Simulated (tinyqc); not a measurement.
Floating body of a partially depleted SOI transistor: body voltage and kink: one step of the calculation.

Source at 0 V. Channel current Ic = 2 nf K Vt^2 [F(0) - F(Vd)](1 + la Vd), F(V) = ln^2(1 + exp((Vg - VT - nf V)/(2 nf Vt))), VT = VT0 - gb Vb. Saturation voltage Vs = 2 Vt sqrt(F(0)) + 3 Vt, excess Ve = (Vd - Vs + sqrt((Vd - Vs)^2 + 0.0004 V^2))/2, multiplication M1 = Ai Ve exp(-Bl/Ve). Each junction passes D(v) = J1 (exp(v/Vt) - 1) + J2 (exp(v/(2 Vt)) - 1). Bipolar current Ib = bb J1 (exp(Vb/Vt) - 1). The body settles where M1 (Ic + Ib) = D(Vb) + D(Vb - Vd) + Vb/Rb; drain current Id = (1 + M1)(Ic + Ib) - D(Vb - Vd).

Task. Drain current with floating and with grounded body. Id and VT at the converged Vb, Id at Vb = 0, their ratio, and the bipolar share Ib/(Ic + Ib).

Parameters, values chosen for the exercise; values of the order met in partially depleted silicon-on-insulator transistors:
- T = 330 K (temperature)
- VT0 = 0.31 V (threshold at zero body voltage)
- gb = 0.21 (fall of the threshold per volt of body voltage)
- nf = 1.16 (slope factor)
- K = 230 uA/(V^2 um) (gain factor per width)
- la = 0.05 1/V (channel-length modulation factor)
- Ai = 2.56 1/V (impact-ionisation prefactor)
- Bl = 6.4 V (impact-ionisation voltage)
- J1 = 9.3e-11 uA/um (diffusion saturation current of each junction)
- J2 = 2e-8 uA/um (recombination saturation current of each junction)
- bb = 3 (gain of the lateral bipolar transistor on the diffusion current)
- Rb = 20000 kohm um (resistance of a weak body tie to the source (1e9 stands for no tie, and the term is then dropped))
- Vg = 0.73 V (gate voltage)
- Vd = 2.4 V (drain voltage)

Constants: q = 1.602176634e-19 C, kB = 1.380649e-23 J/K, Vt = kB T/q. Results are converted to the units shown.

converged Vb = 0.71800090 V

Give: VT; Id, floating; Id, grounded; ratio; bipolar share.

Result.

VT = 0.15922 V
Id, floating = 70.565 uA/um
Id, grounded = 23.291 uA/um
ratio = 3.0296
bipolar share = 41.592 %

The body rises to 0.718 V and lowers the threshold by 151 mV.

Range of the model: The multiplication law is an empirical form chosen for the exercise; self-heating and capacitive coupling to the body are left out, and the linear laws are rough once Vb passes about 0.7 V or M1 about 0.1.

Computed by the program tinyqc: `OMP_NUM_THREADS=1 python tinyqc.py 2182084 2182085 out.jsonl`, one thread of a shared Intel Xeon 2.30GHz, about 0.2 s for the whole run.
